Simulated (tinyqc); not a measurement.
Electron mobility of a polar semiconductor by Rode's iterative solution of the Boltzmann equation. Which input was changed? Computed by tinyqc, a small Python program. Command: `OMP_NUM_THREADS=1 python tinyqc.py 3008424 3008425 out.jsonl rode which`. One thread of a shared host (Intel(R) Xeon(R) Processor @ 2.30GHz), about 0.1 s of CPU time with the checks.

The distribution is f(E) + e F l(E) (-df/dE) cos(theta) for a weak field F, theta counted from the force; l(E) is a mean free path. Elastic processes enter by their momentum rate, polar optical phonons by out- and in-scattering terms. One valley only: where upper valleys lie close, measured mobilities are lower. The density n is prescribed, even where a narrow-gap material would have more intrinsic carriers.

Inputs (values chosen for the exercise, modelled on CdS): effective mass m = 0.204 m_0; static permittivity eps_s = 8.7; high-frequency permittivity eps_inf = 5.3; density rho = 4820 kg/m^3; sound velocity v_l = 4310 m/s; acoustic deformation potential D_A = 7.4 eV; optical phonon energy hbar w = 37.8 meV; electron density n = 2e+14 1/cm^3; compensation ratio C = 0; temperature T = 350 K; grid points per phonon energy s = 6; iteration cap = 200.

Band: parabolic. Elastic processes: acoustic, impurity.

Constants: k_B = 8.617333262e-05 eV/K; m_0 = 9.1093837015e-31 kg; e = 1.602176634e-19 C; hbar = 1.054571817e-34 J s; eps_0 = 8.8541878128e-12 F/m; k_B = 1.380649e-23 J/K; hbar = 6.582119569e-16 eV s.

Method:
- Parabolic band: E = hbar^2 k^2/(2 m), speed v = hbar k/m, states per spin, volume and energy g(E) = m k/(2 pi^2 hbar^2). Masses are multiplied by m_0 and all formulas are in SI units.
- The reduced Fermi level eta = E_F/(k_B T) solves n = 2 Z int g f dE with f = 1/(1 + exp(x - eta)) (Z = 1 unless valleys are given); screening length L_s = sqrt(eps_s eps_0 k_B T/(e^2 dn/deta)), dn/deta = 2 Z int g f (1 - f) dE.
- Integrals over x = E/(k_B T) use 160 Gauss-Legendre points in u = sqrt(x) from 0 to sqrt(max(eta, 0) + 32).
- N_I = n (1 + C)/(1 - C).
- Phonon occupation N_q = 1/(exp(hbar w/(k_B T)) - 1).
- Acoustic deformation potential (elastic, equipartition, absorption and emission together): 1/tau = 2 pi k_B T D_A^2 g(E)/(hbar rho v_l^2).
- Singly charged impurities, momentum relaxation: 1/tau = N_I e^4 m (1 + 2 alpha E) Phi/(8 pi (eps_s eps_0)^2 hbar^3 k^3), with alpha = 0 for a parabolic band.
- Brooks-Herring: Phi = ln(1 + b) - b/(1 + b), b = 4 k^2 L_s^2.
- Polar optical, unscreened: W = e^2 w (1/eps_inf - 1/eps_s) m (1 + 2 alpha E') ln|(k + k')/(k - k')| / (4 pi eps_0 hbar^2 k), times N_q for absorption (E' = E + hbar w) and N_q + 1 for emission (E' = E - hbar w > 0), with alpha = 0 for a parabolic band; mean cosine of the angle <cos> = (k^2 + k'^2)/(2 k k') - 1/ln|(k + k')/(k - k')|.
- Energy grid E_j = (j + 1/2) hbar w/s, j = 0, 1, ..., up to (max(eta, 0) + 18) k_B T, so that E_j +/- hbar w are grid points; l = 0 beyond the grid; integrals are sums times the spacing.
- With f' = f(E'): out-scattering S_o = sum over absorption and emission of W (1 - f')/(1 - f); nu = sum of elastic rates; the in-scattering weights are c+ = W_abs <cos> (1 - f')/(1 - f) for E' = E + hbar w and c- likewise for emission.
- Iteration: l_new(E) = [v(E) + c+ l(E + hbar w) + c- l(E - hbar w)]/(nu + S_o), from l = 0.
- mu = e sum g v l f (1 - f) / (3 k_B T sum g f) over the grid; stop when mu changes by less than 1e-8 of itself.
- Self-energy RTA: l = v/(nu + S_o), the first iteration. Momentum RTA: l = v/(nu + S_o - c+ v(E + hbar w)/v - c- v(E - hbar w)/v), listed only where the denominator is positive on the whole grid. The polar-only value solves the same system with nu = 0; the elastic value takes l = v/nu.

Task: One of these inputs alone was changed, within the range given: effective mass m (0.102 to 0.408); acoustic deformation potential D_A (3.7 to 14.8); optical phonon energy hbar w (18.9 to 75.6); temperature T (175 to 700). Which one, and to what value?

Results:
```
run     elastic mobility (cm^2/(V s))  self-energy RTA mobility (cm^2/(V s))  polar-phonon mobility (cm^2/(V s))
before                       4100.703                               149.3682                            288.5771
after                        2348.921                               145.0711                            288.5771
```

Result:

Each candidate set to reproduce elastic mobility, and what it then gives:
```
candidate                                range searched  value needed  self-energy RTA mobility (cm^2/(V s))  polar-phonon mobility (cm^2/(V s))
effective mass m (m_0)                   0.102 to 0.408        0.2556                                 105.46                              205.73
acoustic deformation potential D_A (eV)     3.7 to 14.8         9.820                                 145.07                              288.58
optical phonon energy hbar w (meV)         18.9 to 75.6  out of reach                                      -                                   -
temperature T (K)                            175 to 700         512.7                                  81.98                              186.20
```

Only acoustic deformation potential D_A fits every result: it went from 7.4 to 9.82 eV. The next best candidate, effective mass m, misses one result by 29 %.
